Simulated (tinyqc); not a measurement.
Inside a calculation: thin-film optics by transfer matrices. Values are carried at full precision from step to step, so a last printed digit may differ when a step is redone from the rounded ones.

Indices N = n + i k. Snell: N0 sin(theta) = N_j sin(theta_j), with Im(N_j cos theta_j) >= 0. Admittance y_j = N_j cos theta_j for s and N_j/cos theta_j for p. Phase delta_j = 2 pi N_j cos theta_j d_j/lambda. Layer matrix [[cos delta, -i sin delta/y], [-i y sin delta, cos delta]], multiplied from the top down to M. (B, C) = M (1, y_sub); r = (y0 B - C)/(y0 B + C), R = |r|^2, T = 4 Re y0 Re y_sub/|y0 B + C|^2, absorbed in the films 1 - R - T.

Parameters, chosen for this exercise (indices near those of HfO2, SiO2 on Si; not measured data):
- lam = 633 nm (vacuum wavelength)
- n0 = 1 (ambient index)
- n = (2.044, 1.483, 3.827) (n of HfO2, SiO2, substrate)
- k = (0, 0, 0.019) (k in the same order)
- d = (2.8, 6) nm (thicknesses, top first)
- theta = 30 degrees (angle of incidence)
- pol = p (polarisation)

## Angles, admittances and phases

Form cos theta_j, y_j and delta_j.

cos theta_j: ambient 0.8660, film 1 0.9696, film 2 0.9414, substrate 0.9914+0.0001i

y_j: ambient 1.1547, film 1 2.1080, film 2 1.5752, substrate 3.8601+0.0188i

delta_j (rad): film 1 0.0551, film 2 0.0832

## Layer matrices and their product

Form each matrix and multiply from the top down.

matrix of film 1:
```
,1,2
1,0.9985,-0.0261i
2,-0.1161i,0.9985
```

matrix of film 2:
```
,1,2
1,0.9965,-0.0527i
2,-0.1308i,0.9965
```

M:
```
,1,2
1,0.9916,-0.0787i
2,-0.2463i,0.9889
```

Each matrix has determinant 1, and so has M.

## Reflection and transmission

Close the stack on the substrate.

B, C: 0.9931-0.3037i  3.8173-0.2277i

r = -0.5279-0.0863i
R = 0.2862
T into the substrate = 0.7138
absorbed in the films = 0.0000

The bare substrate would reflect 0.2911.

## Ellipsometric angles

Ellipsometry: rho = tan(Psi) exp(i Delta) = -conj(r_p/r_s) with the r of the admittance formula, Delta in 0 to 360 degrees, so that a bare dielectric at small angles gives Delta = 180.

Repeat the steps for both polarisations.

r_s = -0.6179-0.0834i
r_p = -0.5279-0.0863i
Psi = 40.63 degrees
Delta = 178.40 degrees

## Checks

- R against the recursion of Airy sums from the substrate up: both 0.28616.

(tinyqc, `OMP_NUM_THREADS=1 python tinyqc.py 1652692 1652693 out.jsonl`, Intel(R) Xeon(R) Processor @ 2.30GHz, 1 thread, shared host, about 0.01 s.)
